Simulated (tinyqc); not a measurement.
## Index and thickness from Psi and Delta

Problem. Air (index 1), film, substrate with N2 = n2 - i k2; time factor exp(+i w t). q_j = sqrt(N_j^2 - sin^2 th), root with positive real part. Fresnel coefficients r_s = (q_a - q_b)/(q_a + q_b), r_p = (N_b^2 q_a - N_a^2 q_b)/(N_b^2 q_a + N_a^2 q_b). tan(Psi) exp(i Delta) = R_p/R_s, Delta taken from 0 to 360 degrees. beta = 2 pi d q1/lam, X = exp(-2 i beta), R = (r01 + r12 X)/(1 + r01 r12 X) for p and s. The film is transparent, with 1.15 < n1 < 2.9 and d under half a period. Find n1, d and the period.

Inputs (values chosen for the exercise):
```
symbol   value     unit                                  meaning
lam        800       nm                               wavelength
th          70  degrees                       angle of incidence
n2       3.692                            index of the substrate
k2      0.0065           extinction coefficient of the substrate
```

Psi = 23.247960 degrees
Delta = 66.986331 degrees

Solution. Two measured angles fix two unknowns; a search from many starts finds one solution in the range given. Thicker films with d plus a multiple of the period give the same angles.

n1 = 2.02
d = 64.0 nm
period = 223 nm

Numbers from tinyqc (`OMP_NUM_THREADS=1 python tinyqc.py 2870116 2870117 out.jsonl`; about 0.3 s on one thread of a shared Intel Xeon 2.30GHz).
